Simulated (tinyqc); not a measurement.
Critical temperature from a phonon spectrum: McMillan, Allen-Dynes and the linearised Eliashberg equation: one step, computed by the program tinyqc.

alpha^2 F(omega) = sum_i (lambda_i omega_i/2) delta(omega - omega_i), so that lambda = 2 int alpha^2 F/omega d omega = sum_i lambda_i.

Problem. Largest eigenvalue of the small kernel. K is the kernel of the linearised Eliashberg equation on the Matsubara points omega_n = (2n + 1) pi k_B T; T_c is where its largest eigenvalue rho is zero. Diagonalise K; at rho = 0 the eigenvector c is the gap function Delta_n/omega_n up to a factor; away from it Delta_n/Delta_0 = (2n + 1) c_n/c_0 is only an estimate.

Inputs (values chosen for the exercise, for a model metal): trial temperature = 11.6 K.

Peaks in alpha^2 F: two.

K, lower triangle (symmetric):
```
          1         2         3         4          5
1  -0.74152
2   0.62278  -4.02685
3   0.36773   0.45151  -6.86767
4   0.19646   0.25552   0.37459  -9.44269
5   0.08425   0.11954   0.20069   0.33436  -11.85896
```

Give: largest eigenvalue rho; Delta_n/Delta_0.

Solution.

largest eigenvalue rho = -0.5864

Delta_n/Delta_0: 1.000  0.581  0.374  0.220  0.106

rho < 0: in this small matrix the trial temperature lies above T_c.
